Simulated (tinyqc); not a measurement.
Coupled-perturbed Hartree-Fock on RHF in the sto-6g basis, for BeH2, spin multiplicity 1, step by step (part 1 of 2). Computed by tinyqc, a small Python program that keeps every step (integrals from PySCF). Settings: charge = 0, multiplicity = 1, basis = sto-6g, method = RHF, energy threshold = 1e-10, iteration cap = 78, orthogonalisation = canonical, start = Wolfsberg-Helmholz matrix, DIIS depth = 6. Command: `OMP_NUM_THREADS=1 python tinyqc.py 23751 23752 out.jsonl` (the two numbers bound the seeds that draw the settings). One thread of a shared host (Intel(R) Xeon(R) Processor @ 2.60GHz), about 0.2 s of CPU time with the checks. The early iterations of the SCF are left out here.

## One-electron integrals

Geometry (angstrom):
```
atom         x          y         z
Be    0.000000   0.000000  0.000000
H     0.000000   1.484000  0.000000
H     0.000000  -1.550000  0.000000
```

Basis sto-6g: exponents (1/bohr^2) and contraction coefficients of normalised primitives:
```
element  l (shell)    exponent  coefficient
Be           s (1)  312.870494     0.009164
Be           s (1)   57.364463     0.049361
Be           s (1)   16.048509     0.168538
Be           s (1)    5.513096     0.370563
Be           s (1)    2.140897     0.416492
Be           s (1)    0.881739     0.130334
Be           s (2)   13.633247    -0.013253
Be           s (2)    2.698375    -0.046992
Be           s (2)    0.838653    -0.033785
Be           s (2)    0.322660     0.250242
Be           s (2)    0.140131     0.595117
Be           s (2)    0.064233     0.240706
Be           p (3)   13.633247     0.003760
Be           p (3)    2.698375     0.037679
Be           p (3)    0.838653     0.173897
Be           p (3)    0.322660     0.418036
Be           p (3)    0.140131     0.425860
Be           p (3)    0.064233     0.101708
H            s (1)   35.523221     0.009164
H            s (1)    6.513144     0.049361
H            s (1)    1.822143     0.168538
H            s (1)    0.625955     0.370563
H            s (1)    0.243077     0.416492
H            s (1)    0.100112     0.130334
```

Overlap, kinetic and nuclear-attraction integrals over the contracted functions; the nuclear repulsion is the sum of Za Zb / Rab.

nuclear repulsion = 2.96638797 hartree

overlap S, order 1Be 1s, 1Be 2s, 1Be 2px, 1Be 2py, 1Be 2pz, 2H 1s, 3H 1s:
$$\begin{pmatrix}
1.000000 & 0.254764 & 0.000000 & 0.000000 & 0.000000 & 0.052359 & 0.045174 \\
0.254764 & 1.000000 & 0.000000 & 0.000000 & 0.000000 & 0.404051 & 0.379179 \\
0.000000 & 0.000000 & 1.000000 & 0.000000 & 0.000000 & 0.000000 & 0.000000 \\
0.000000 & 0.000000 & 0.000000 & 1.000000 & 0.000000 & 0.481564 & -0.460040 \\
0.000000 & 0.000000 & 0.000000 & 0.000000 & 1.000000 & 0.000000 & 0.000000 \\
0.052359 & 0.404051 & 0.000000 & 0.481564 & 0.000000 & 1.000000 & 0.020400 \\
0.045174 & 0.379179 & 0.000000 & -0.460040 & 0.000000 & 0.020400 & 1.000000
\end{pmatrix}$$

kinetic energy T (hartree), order 1Be 1s, 1Be 2s, 1Be 2px, 1Be 2py, 1Be 2pz, 2H 1s, 3H 1s:
$$\begin{pmatrix}
6.768753 & -0.207382 & 0.000000 & 0.000000 & 0.000000 & -0.013361 & -0.012596 \\
-0.207382 & 0.220121 & 0.000000 & 0.000000 & 0.000000 & 0.048865 & 0.040886 \\
0.000000 & 0.000000 & 0.661265 & 0.000000 & 0.000000 & 0.000000 & 0.000000 \\
0.000000 & 0.000000 & 0.000000 & 0.661265 & 0.000000 & 0.148838 & -0.130737 \\
0.000000 & 0.000000 & 0.000000 & 0.000000 & 0.661265 & 0.000000 & 0.000000 \\
-0.013361 & 0.048865 & 0.000000 & 0.148838 & 0.000000 & 0.768522 & -0.005436 \\
-0.012596 & 0.040886 & 0.000000 & -0.130737 & 0.000000 & -0.005436 & 0.768522
\end{pmatrix}$$

nuclear attraction V (hartree), order 1Be 1s, 1Be 2s, 1Be 2px, 1Be 2py, 1Be 2pz, 2H 1s, 3H 1s:
$$\begin{pmatrix}
-15.412784 & -1.828555 & 0.000000 & -0.001287 & 0.000000 & -0.409398 & -0.351770 \\
-1.828555 & -2.970417 & 0.000000 & -0.007288 & 0.000000 & -1.128301 & -1.037086 \\
0.000000 & 0.000000 & -2.905965 & 0.000000 & 0.000000 & 0.000000 & 0.000000 \\
-0.001287 & -0.007288 & 0.000000 & -3.099051 & 0.000000 & -1.318639 & 1.231671 \\
0.000000 & 0.000000 & 0.000000 & 0.000000 & -2.905965 & 0.000000 & 0.000000 \\
-0.409398 & -1.128301 & 0.000000 & -1.318639 & 0.000000 & -2.834235 & -0.063581 \\
-0.351770 & -1.037086 & 0.000000 & 1.231671 & 0.000000 & -0.063581 & -2.775166
\end{pmatrix}$$

core Hamiltonian H = T + V (hartree), order 1Be 1s, 1Be 2s, 1Be 2px, 1Be 2py, 1Be 2pz, 2H 1s, 3H 1s:
$$\begin{pmatrix}
-8.644031 & -2.035937 & 0.000000 & -0.001287 & 0.000000 & -0.422759 & -0.364365 \\
-2.035937 & -2.750296 & 0.000000 & -0.007288 & 0.000000 & -1.079436 & -0.996200 \\
0.000000 & 0.000000 & -2.244699 & 0.000000 & 0.000000 & 0.000000 & 0.000000 \\
-0.001287 & -0.007288 & 0.000000 & -2.437786 & 0.000000 & -1.169800 & 1.100934 \\
0.000000 & 0.000000 & 0.000000 & 0.000000 & -2.244699 & 0.000000 & 0.000000 \\
-0.422759 & -1.079436 & 0.000000 & -1.169800 & 0.000000 & -2.065713 & -0.069017 \\
-0.364365 & -0.996200 & 0.000000 & 1.100934 & 0.000000 & -0.069017 & -2.006644
\end{pmatrix}$$

## Two-electron integrals

Functions are numbered as in S; the eight-fold symmetry (ij|kl) = (ji|kl) = (kl|ij) leaves the list below.

Two-electron integrals (ij|kl) in chemists' order, unique and non-zero (hartree):
```
(11|11) 2.299996    (21|11) 0.361879    (21|21) 0.071926    (22|11) 0.570332
(22|21) 0.139654    (22|22) 0.417773    (31|31) 0.015252    (32|31) 0.022555
(32|32) 0.092340    (33|11) 0.570332    (33|21) 0.139654    (33|22) 0.417773
(33|33) 0.450117    (41|41) 0.015252    (42|41) 0.022555    (42|42) 0.092340
(43|43) 0.024258    (44|11) 0.570332    (44|21) 0.139654    (44|22) 0.417773
(44|33) 0.401601    (44|44) 0.450117    (51|51) 0.015252    (52|51) 0.022555
(52|52) 0.092340    (53|53) 0.024258    (54|54) 0.024258    (55|11) 0.570332
(55|21) 0.139654    (55|22) 0.417773    (55|33) 0.401601    (55|44) 0.401601
(55|55) 0.450117    (61|11) 0.076313    (61|21) 0.014735    (61|22) 0.028514
(61|33) 0.028278    (61|41) 0.001459    (61|42) 0.002837    (61|44) 0.028985
(61|55) 0.028278    (61|61) 0.003193    (62|11) 0.187274    (62|21) 0.046608
(62|22) 0.152242    (62|33) 0.146456    (62|41) 0.006495    (62|42) 0.038554
(62|44) 0.163814    (62|55) 0.146456    (62|61) 0.010571    (62|62) 0.083364
(63|31) 0.004440    (63|32) 0.020340    (63|43) 0.006645    (63|63) 0.007533
(64|11) 0.202821    (64|21) 0.051107    (64|22) 0.174387    (64|33) 0.164145
(64|41) 0.010486    (64|42) 0.060047    (64|44) 0.194869    (64|55) 0.164145
(64|61) 0.012151    (64|62) 0.108554    (64|64) 0.145756    (65|51) 0.004440
(65|52) 0.020340    (65|54) 0.006645    (65|65) 0.007533    (66|11) 0.354761
(66|21) 0.090068    (66|22) 0.328733    (66|33) 0.305099    (66|41) 0.014596
(66|42) 0.111834    (66|44) 0.376002    (66|55) 0.305099    (66|61) 0.021111
(66|62) 0.229882    (66|64) 0.317479    (66|66) 0.774999    (71|11) 0.065655
(71|21) 0.012686    (71|22) 0.024585    (71|33) 0.024382    (71|41) -0.001258
(71|42) -0.002458   (71|44) 0.024991    (71|55) 0.024382    (71|61) 0.002487
(71|62) 0.007537    (71|64) 0.007951    (71|66) 0.014380    (71|71) 0.002367
(72|11) 0.171188    (72|21) 0.042663    (72|22) 0.140565    (72|33) 0.135113
(72|41) -0.005922   (72|42) -0.035978   (72|44) 0.151469    (72|55) 0.135113
(72|61) 0.008006    (72|62) 0.039525    (72|64) 0.041364    (72|66) 0.080308
(72|71) 0.008353    (72|72) 0.072818    (73|31) 0.003932    (73|32) 0.018329
(73|43) -0.006095   (73|63) 0.002719    (73|73) 0.006326    (74|11) -0.188812
(74|21) -0.047615   (74|22) -0.163742   (74|33) -0.154139   (74|41) 0.009523
(74|42) 0.055935    (74|44) -0.182947   (74|55) -0.154139   (74|61) -0.008622
(74|62) -0.042317   (74|64) -0.042827   (74|66) -0.085044   (74|71) -0.009748
(74|72) -0.096204   (74|74) 0.130678    (75|51) 0.003932    (75|52) 0.018329
(75|54) -0.006095   (75|65) 0.002719    (75|75) 0.006326    (76|11) 0.011554
(76|21) 0.002802    (76|22) 0.008424    (76|33) 0.008257    (76|41) -0.000006
(76|42) -0.000049   (76|44) 0.008758    (76|55) 0.008257    (76|61) 0.000575
(76|62) 0.003219    (76|64) 0.003781    (76|66) 0.007389    (76|71) 0.000498
(76|72) 0.003032    (76|74) -0.003639   (76|76) 0.000175    (77|11) 0.340073
(77|21) 0.086407    (77|22) 0.318671    (77|33) 0.295981    (77|41) -0.013537
(77|42) -0.107423   (77|44) 0.364052    (77|55) 0.295981    (77|61) 0.016055
(77|62) 0.084733    (77|64) 0.087834    (77|66) 0.174403    (77|71) 0.017424
(77|72) 0.213473    (77|74) -0.298487   (77|76) 0.007389    (77|77) 0.774999
```

## Orthogonalisation

S = U s U^T; canonical form X = U s^(-1/2), so that X^T S X = 1. Each column of U has its largest component positive (the first on a tie).

eigenvalues of S: [0.321575, 0.425023, 0.951448, 1.000000, 1.000000, 1.633665, 1.668288]

X, order 1Be 1s, 1Be 2s, 1Be 2px, 1Be 2py, 1Be 2pz, 2H 1s, 3H 1s:
$$\begin{pmatrix}
-0.044487 & -0.371790 & 0.931520 & 0.000000 & 0.000000 & 0.212983 & 0.156589 \\
0.190049 & 1.100174 & -0.063138 & 0.000000 & 0.000000 & 0.427577 & 0.320607 \\
0.000000 & 0.000000 & 0.000000 & -0.250536 & 0.968107 & 0.000000 & 0.000000 \\
1.223581 & -0.159638 & -0.005867 & 0.000000 & 0.000000 & -0.337113 & 0.439353 \\
0.000000 & 0.000000 & 0.000000 & 0.968107 & 0.250536 & 0.000000 & 0.000000 \\
-1.001035 & -0.577052 & -0.292168 & 0.000000 & 0.000000 & 0.050702 & 0.519832 \\
0.756554 & -0.803573 & -0.306457 & 0.000000 & 0.000000 & 0.517418 & -0.094083
\end{pmatrix}$$

Within a degenerate level the vectors are fixed only up to a rotation; this is one choice.

## Starting guess

The start is the generalised Wolfsberg-Helmholz matrix (K = 1.75) built on H; D = 2 C_occ C_occ^T.

D at the start, order 1Be 1s, 1Be 2s, 1Be 2px, 1Be 2py, 1Be 2pz, 2H 1s, 3H 1s:
$$\begin{pmatrix}
2.043987 & -0.161464 & 0.000000 & 0.004135 & 0.000000 & -0.200784 & -0.198481 \\
-0.161464 & 0.753118 & 0.000000 & -0.023650 & 0.000000 & 0.461127 & 0.468603 \\
0.000000 & 0.000000 & 0.000000 & 0.000000 & 0.000000 & 0.000000 & 0.000000 \\
0.004135 & -0.023650 & 0.000000 & 0.798732 & 0.000000 & 0.411998 & -0.416566 \\
0.000000 & 0.000000 & 0.000000 & 0.000000 & 0.000000 & 0.000000 & 0.000000 \\
-0.200784 & 0.461127 & 0.000000 & 0.411998 & 0.000000 & 0.515392 & 0.077126 \\
-0.198481 & 0.468603 & 0.000000 & -0.416566 & 0.000000 & 0.077126 & 0.498764
\end{pmatrix}$$

## Iteration 6 (converged): orbitals

converged F (hartree), order 1Be 1s, 1Be 2s, 1Be 2px, 1Be 2py, 1Be 2pz, 2H 1s, 3H 1s:
$$\begin{pmatrix}
-4.598286 & -1.249493 & 0.000000 & -0.000173 & 0.000000 & -0.261560 & -0.225997 \\
-1.249493 & -0.572246 & 0.000000 & -0.008897 & 0.000000 & -0.363680 & -0.342045 \\
0.000000 & 0.000000 & 0.210217 & 0.000000 & 0.000000 & 0.000000 & 0.000000 \\
-0.000173 & -0.008897 & 0.000000 & -0.167968 & 0.000000 & -0.315273 & 0.304807 \\
0.000000 & 0.000000 & 0.000000 & 0.000000 & 0.210217 & 0.000000 & 0.000000 \\
-0.261560 & -0.363680 & 0.000000 & -0.315273 & 0.000000 & -0.263614 & -0.021829 \\
-0.225997 & -0.342045 & 0.000000 & 0.304807 & 0.000000 & -0.021829 & -0.241941
\end{pmatrix}$$

Diagonalise F' = X^T F X, C = X C', fill 3 alpha and 3 beta electrons from the bottom; D = 2 C_occ C_occ^T. Each column has its largest component positive (the first on a tie).

F' = X^T F X (hartree):
$$\begin{pmatrix}
0.734766 & -0.043213 & 0.058366 & 0.000000 & 0.000000 & -0.013147 & 0.054625 \\
-0.043213 & 0.267894 & 0.667046 & 0.000000 & 0.000000 & 0.221449 & 0.156823 \\
0.058366 & 0.667046 & -3.649757 & 0.000000 & 0.000000 & -1.320304 & -0.989298 \\
0.000000 & 0.000000 & 0.000000 & 0.210217 & 0.000000 & 0.000000 & 0.000000 \\
0.000000 & 0.000000 & 0.000000 & 0.000000 & 0.210217 & 0.000000 & 0.000000 \\
-0.013147 & 0.221449 & -1.320304 & 0.000000 & 0.000000 & -0.942004 & -0.424918 \\
0.054625 & 0.156823 & -0.989298 & 0.000000 & 0.000000 & -0.424918 & -0.708945
\end{pmatrix}$$

orbital energies (hartree): MO1 -4.599825, MO2 -0.428489, MO3 -0.386205, MO4 0.210217, MO5 0.210217, MO6 0.375329, MO7 0.741143

coefficients C, order 1Be 1s, 1Be 2s, 1Be 2px, 1Be 2py, 1Be 2pz, 2H 1s, 3H 1s:
$$\begin{pmatrix}
0.994730 & -0.201554 & 0.030198 & 0.000000 & 0.000000 & -0.216067 & -0.010544 \\
0.020964 & 0.582265 & -0.097280 & 0.000000 & 0.000000 & 1.086158 & 0.086166 \\
0.000000 & 0.000000 & 0.000000 & 0.076291 & 0.997086 & 0.000000 & 0.000000 \\
0.000128 & 0.076356 & 0.490174 & 0.000000 & 0.000000 & -0.047069 & 1.257390 \\
0.000000 & 0.000000 & 0.000000 & 0.997086 & -0.076291 & 0.000000 & 0.000000 \\
-0.002489 & 0.456873 & 0.356371 & 0.000000 & 0.000000 & -0.708868 & -0.924653 \\
-0.002495 & 0.325204 & -0.485766 & 0.000000 & 0.000000 & -0.769797 & 0.808870
\end{pmatrix}$$

D after iteration 6, order 1Be 1s, 1Be 2s, 1Be 2px, 1Be 2py, 1Be 2pz, 2H 1s, 3H 1s:
$$\begin{pmatrix}
2.062047 & -0.198884 & 0.000000 & -0.000921 & 0.000000 & -0.167597 & -0.165394 \\
-0.198884 & 0.697872 & 0.000000 & -0.006444 & 0.000000 & 0.462602 & 0.473116 \\
0.000000 & 0.000000 & 0.000000 & 0.000000 & 0.000000 & 0.000000 & 0.000000 \\
-0.000921 & -0.006444 & 0.000000 & 0.492202 & 0.000000 & 0.419137 & -0.426557 \\
0.000000 & 0.000000 & 0.000000 & 0.000000 & 0.000000 & 0.000000 & 0.000000 \\
-0.167597 & 0.462602 & 0.000000 & 0.419137 & 0.000000 & 0.671478 & -0.049060 \\
-0.165394 & 0.473116 & 0.000000 & -0.426557 & 0.000000 & -0.049060 & 0.683464
\end{pmatrix}$$

Within a degenerate level the vectors are fixed only up to a rotation; this is one choice.

## Convergence

Stop when the energy changes by less than 1e-10 hartree and every element of the error matrix X^T (F D S - S D F) X is below 3e-06.

Course of the cycle:
```
iteration   E (hartree)     change  largest element of the error matrix
1          -15.66011481          -                             1.75e-01
2          -15.68978613  -2.97e-02                             2.53e-02
3          -15.69032402  -5.38e-04                             2.39e-03
4          -15.69034082  -1.68e-05                             1.91e-04
5          -15.69034089  -6.70e-08                             2.95e-06
6          -15.69034089  -9.22e-12                             1.48e-07
```

PySCF RHF in the same basis = -15.69034089 hartree

Converged in 6 iterations.

## Populations, bond orders and dipole

Mulliken: Z minus the diagonal of D S on the atom; Loewdin: the same with S^(1/2) D S^(1/2); Mayer order: 2 sum_s sum (D(s) S)_ij (D(s) S)_ji over the two atoms.

Charges (e):
```
atom   Mulliken    Loewdin
1Be    0.101078   0.083885
2H    -0.050458  -0.041375
3H    -0.050620  -0.042511
```

Mayer bond orders:
```
pair     order
2-1   0.993952
3-1   0.993936
3-2   0.003502
```

dipole moment about the origin, x y z (debye): [0.000000, 0.023407, 0.000000]

## Integrals over molecular orbitals

(pq|rs) = sum C_ip C_jq C_kr C_ls (ij|kl), one index at a time.

one-electron integrals over orbitals h = C^T H C (hartree):
$$\begin{pmatrix}
-8.635192 & 0.208333 & -0.032005 & 0.000000 & 0.000000 & 0.211486 & 0.009314 \\
0.208333 & -2.337352 & -0.009070 & 0.000000 & 0.000000 & -0.232237 & -0.053321 \\
-0.032005 & -0.009070 & -2.269667 & 0.000000 & 0.000000 & 0.062964 & -0.302745 \\
0.000000 & 0.000000 & 0.000000 & -2.244699 & 0.000000 & 0.000000 & 0.000000 \\
0.000000 & 0.000000 & 0.000000 & 0.000000 & -2.244699 & 0.000000 & 0.000000 \\
0.211486 & -0.232237 & 0.062964 & 0.000000 & 0.000000 & -1.920601 & 0.002958 \\
0.009314 & -0.053321 & -0.302745 & 0.000000 & 0.000000 & 0.002958 & -1.858546
\end{pmatrix}$$

Two-electron integrals over orbitals (pq|rs), unique and non-zero (hartree):
```
(11|11) 2.280918    (21|11) -0.187105   (21|21) 0.024268    (22|11) 0.464936
(22|21) -0.005045   (22|22) 0.396672    (31|11) 0.028150    (31|21) -0.002782
(31|22) 0.004574    (31|31) 0.005715    (32|11) -0.001468   (32|21) 0.002332
(32|22) 0.051611    (32|31) 0.010685    (32|32) 0.145644    (33|11) 0.427280
(33|21) -0.002749   (33|22) 0.376115    (33|31) -0.002960   (33|32) -0.042387
(33|33) 0.428031    (41|41) 0.016027    (42|41) 0.014576    (42|42) 0.046414
(43|41) -0.002247   (43|42) -0.004996   (43|43) 0.013618    (44|11) 0.570058
(44|21) -0.006868   (44|22) 0.356293    (44|31) 0.001002    (44|32) -0.000119
(44|33) 0.339136    (44|44) 0.450117    (51|51) 0.016027    (52|51) 0.014576
(52|52) 0.046414    (53|51) -0.002247   (53|52) -0.004996   (53|53) 0.013618
(54|54) 0.024258    (55|11) 0.570058    (55|21) -0.006868   (55|22) 0.356293
(55|31) 0.001002    (55|32) -0.000119   (55|33) 0.339136    (55|44) 0.401601
(55|55) 0.450117    (61|11) -0.199827   (61|21) 0.026326    (61|22) -0.006622
(61|31) -0.004450   (61|32) -0.000475   (61|33) -0.002798   (61|44) -0.005378
(61|55) -0.005378   (61|61) 0.029068    (62|11) 0.133978    (62|21) -0.006435
(62|22) -0.021476   (62|31) 0.000454    (62|32) -0.015394   (62|33) -0.036995
(62|44) 0.063465    (62|55) 0.063465    (62|61) -0.005580   (62|62) 0.080279
(63|11) -0.031734   (63|21) 0.001047    (63|22) -0.026969   (63|31) -0.000745
(63|32) -0.086074   (63|33) 0.034598    (63|44) -0.015753   (63|55) -0.015753
(63|61) 0.001084    (63|62) -0.006910   (63|63) 0.087931    (64|41) 0.016287
(64|42) 0.046030    (64|43) -0.007947   (64|64) 0.050315    (65|51) 0.016287
(65|52) 0.046030    (65|53) -0.007947   (65|65) 0.050315    (66|11) 0.474102
(66|21) -0.007335   (66|22) 0.377343    (66|31) 0.000179    (66|32) -0.010139
(66|33) 0.395159    (66|44) 0.357635    (66|55) 0.357635    (66|61) -0.007349
(66|62) -0.025422   (66|63) 0.012889    (66|66) 0.398736    (71|11) -0.010108
(71|21) 0.002999    (71|22) 0.005561    (71|31) 0.009693    (71|32) 0.017160
(71|33) -0.005495   (71|44) -0.000181   (71|55) -0.000181   (71|61) 0.000608
(71|62) -0.000861   (71|63) 0.000188    (71|66) -0.001892   (71|71) 0.019238
(72|11) 0.028315    (72|21) -0.000293   (72|22) -0.015184   (72|31) 0.004325
(72|32) -0.040045   (72|33) 0.006828    (72|44) 0.012553    (72|55) 0.012553
(72|61) -0.001208   (72|62) 0.022582    (72|63) 0.058785    (72|66) -0.000712
(72|71) 0.007911    (72|72) 0.060609    (73|11) 0.146055    (73|21) -0.004021
(73|22) -0.000964   (73|31) -0.000369   (73|32) -0.001218   (73|33) -0.017788
(73|44) 0.066999    (73|55) 0.066999    (73|61) -0.003331   (73|62) 0.074208
(73|63) -0.022432   (73|66) -0.019524   (73|71) -0.001766   (73|72) 0.010437
(73|73) 0.083968    (74|41) 0.000929    (74|42) 0.004760    (74|43) 0.012784
(74|64) 0.001917    (74|74) 0.016993    (75|51) 0.000929    (75|52) 0.004760
(75|53) 0.012784    (75|65) 0.001917    (75|75) 0.016993    (76|11) -0.001250
(76|21) 0.001640    (76|22) 0.043971    (76|31) 0.009906    (76|32) 0.133108
(76|33) -0.043822   (76|44) 0.000665    (76|55) 0.000665    (76|61) -0.000899
(76|62) -0.012215   (76|63) -0.089511   (76|66) -0.012957   (76|71) 0.016237
(76|72) -0.049216   (76|73) 0.001247    (76|76) 0.135614    (77|11) 0.552447
(77|21) -0.007086   (77|22) 0.411599    (77|31) 0.001975    (77|32) 0.017384
(77|33) 0.417706    (77|44) 0.380415    (77|55) 0.380415    (77|61) -0.007732
(77|62) -0.022917   (77|63) -0.007818   (77|66) 0.415052    (77|71) 0.000973
(77|72) -0.008360   (77|73) 0.001326    (77|76) 0.012713    (77|77) 0.462331
```

## Response to a field: uncoupled start

dipole integrals <a|z|i> (bohr), order a4, a5, a6, a7:
$$\begin{pmatrix}
0.145265 & 0.946666 & -0.148607 \\
-0.011115 & -0.072433 & 0.011371 \\
0.000000 & 0.000000 & 0.000000 \\
0.000000 & 0.000000 & 0.000000
\end{pmatrix}$$

Field along z; U_ai = -mu_ai / (e_a - e_i), alpha = -4 sum U_ai mu_ai.

uncoupled U, order a4, a5, a6, a7:
$$\begin{pmatrix}
-0.030200 & -1.482162 & 0.249164 \\
0.002311 & 0.113406 & -0.019065 \\
0.000000 & 0.000000 & 0.000000 \\
0.000000 & 0.000000 & 0.000000
\end{pmatrix}$$

uncoupled polarisability = 5.811934 bohr^3

## Coupled step 1

U_ai = -(mu_ai + sum_bj [4 (ai|bj) - (ab|ij) - (aj|bi)] U_bj) / (e_a - e_i); alpha = -4 sum U_ai mu_ai.

U after step 1, order a4, a5, a6, a7:
$$\begin{pmatrix}
-0.017486 & -1.977656 & 0.336435 \\
0.001338 & 0.151318 & -0.025742 \\
0.000000 & 0.000000 & 0.000000 \\
0.000000 & 0.000000 & 0.000000
\end{pmatrix}$$

polarisability = 7.743935 bohr^3

## Coupled step 2

As before.

U after step 2, order a4, a5, a6, a7:
$$\begin{pmatrix}
-0.010753 & -2.145016 & 0.367894 \\
0.000823 & 0.164124 & -0.028149 \\
0.000000 & 0.000000 & 0.000000 \\
0.000000 & 0.000000 & 0.000000
\end{pmatrix}$$

polarisability = 8.396258 bohr^3
